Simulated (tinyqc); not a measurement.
# Resistance of a source-drain extension with a graded tip, step by step

Numbers from tinyqc (`OMP_NUM_THREADS=1 python tinyqc.py 2282015 2282016 out.jsonl`; about 0.04 s on one thread of a shared Intel Xeon 2.30GHz). Printed values are rounded.

y runs along the channel, the gate covers y > 0. The doping is N0 for y < y0 and N0 10^(-(y - y0)/la) beyond, uniform over the depth xj. Sheet conductance s(y) = q mu(N) max(N - Nch, 0) xj + (for y > 0) ma Cox Vo, with mu(N) = u0 + (u1 - u0)/(1 + (N/Nr)^au) and Cox = eps0 eox/tox. Current is taken as one-dimensional; depletion of the tip, spreading and the contact are left out. The metallurgical junction lies at yj, where N = Nch.

Inputs (values chosen for the exercise); mobility law close to that of electrons in silicon: relative permittivity of the gate insulator (close to silicon nitride) eox = 7.64; insulator thickness tox = 3.3 nm; active doping of the extension far from the gate N0 = 2.9e20 cm^-3; lateral abruptness la = 5.3 nm/decade; position under the gate where the fall begins (gate edge at 0) y0 = 3.6 nm; depth of the extension xj = 19 nm; channel doping Nch = 6.9e17 cm^-3; gate overdrive Vo = 0.36 V; mobility of the gate-induced layer ma = 200 cm^2/(V s); mobility at low doping u1 = 1414 cm^2/(V s); mobility at high doping u0 = 68.5 cm^2/(V s); reference doping Nr = 9.2e16 cm^-3; exponent au = 0.711; gate length Lg = 60 nm.

Constants: q = 1.602176634e-19 C, eps0 = 8.8541878128e-14 F/cm where lengths are in cm. Results are converted to the units shown.

## Sheet resistances and junction position

yj = y0 + la log10(N0/Nch); sheet resistance of the full extension 1/[q mu(N0)(N0 - Nch) xj] and of the gate-induced layer 1/(ma Cox Vo); metallurgical length Lg - 2 yj; ye is where the doped and the gate-induced conductances are equal.

yj = 17.50481 nm
sheet resistance of the extension = 155.8314 ohm/square
sheet resistance of the induced layer = 6775.469 ohm/square
metallurgical length = 24.99038 nm
ye = 13.60828 nm
N at ye = 3.750098e18 cm^-3

The gate takes over 3.90 nm before the junction, where N is still 5.43 times the channel doping.

## Resistance of the overlapped part

Midpoint rule on 9 equal steps from 0 to yj: R_ov = sum h/s(y), per width.

```
point     y (nm)    N (cm^-3)  doped conductance (uS)  sheet resistance (ohm/square)
0      0.9724894       2.9e20                6417.192                       152.3280
1       2.917468       2.9e20                6417.192                       152.3280
2       4.862447  1.675716e20                3806.850                       252.8803
3       6.807426  7.198190e19                1740.328                       529.6836
4       8.752405  3.092048e19                825.1781                       1027.993
5       10.69738  1.328217e19                408.6522                       1797.774
6       12.64236  5.705477e18                208.2651                       2810.123
7       14.58734  2.450839e18                100.4469                       4031.637
8       16.53232  1.052780e18                29.88389                       5634.592
```

R_ov = 31.877 ohm um

The exact integral is 32.080 ohm um; the coarse sum is 0.63 % below it.
